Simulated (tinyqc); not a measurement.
Worked calculation: lattice vibrations of a chain. Computed by tinyqc, a small Python program that keeps every step. Command: `OMP_NUM_THREADS=1 python tinyqc.py 23614 23615 out.jsonl` (the two numbers bound the seeds that draw the settings). One thread of a shared host (Intel(R) Xeon(R) Processor @ 2.60GHz), about 0.01 s of CPU time with the checks.

## Dynamical matrix at q = 0.06

A chain moving along its axis:
```
atom                mass (u)  spring to the next atom (eV/angstrom^2)
1                  87.700000                                24.200000
2                  85.800000                                28.300000
3                  14.700000                                22.500000
second neighbours          -                                 2.300000
```

q is in units of 2 pi/a. A spring k from atom i to atom j, n cells on, adds k to Phi_ii and Phi_jj, -k exp(2 pi i q n) to Phi_ij and the conjugate to Phi_ji (for one atom a cell: 2k (1 - cos 2 pi q n)); D_ij = Phi_ij / sqrt(m_i m_j).

D(q) (eV/(angstrom^2 u)):
$$\begin{pmatrix}
0.584949 & -0.303632+0.009761i & -0.646701+0.230685i \\
-0.303632-0.009761i & 0.665501 & -0.857079+0.023841i \\
-0.646701-0.230685i & -0.857079-0.023841i & 3.768707
\end{pmatrix}$$

## Frequencies

omega^2 are the eigenvalues; wavenumber = 521.4708 sqrt(eigenvalue) 1/cm.

eigenvalues: [0.008520, 0.919026, 4.091612]

wavenumbers (1/cm): [48.1, 499.9, 1054.8]

weights |e|^2 of the mass-weighted modes, order atom 1, atom 2, atom 3:
$$\begin{pmatrix}
0.466748 & 0.504600 & 0.028652 \\
0.456210 & 0.492772 & 0.051018 \\
0.077041 & 0.002628 & 0.920331
\end{pmatrix}$$

## Dispersion and heat capacity

C/k_B per atom = mean over q = (j + 1/2)/80, j = 0..39 and all branches of y^2 e^y/(e^y - 1)^2, y = hc wavenumber / k_B T.

Wavenumbers (1/cm):
```
q           branch 1    branch 2     branch 3
0.000000    0.000000  501.702814  1055.065360
0.062500   50.128700  499.760249  1054.796395
0.125000   99.551047  493.942743  1054.029783
0.187500  147.542460  484.295574  1052.880643
0.250000  193.319791  470.953107  1051.522352
0.312500  235.925567  454.279054  1050.161081
0.375000  273.851236  435.273677  1049.004745
0.437500  303.673964  416.968405  1048.230939
0.500000  316.465097  408.044627  1047.958994
```

Heat capacity:
```
T (K)  C/k_B per atom
20           0.038088
50           0.097927
100          0.212723
200          0.433291
300          0.587495
600          0.828794
1200         0.948941
```

zero-point energy per atom = 35.100397 meV
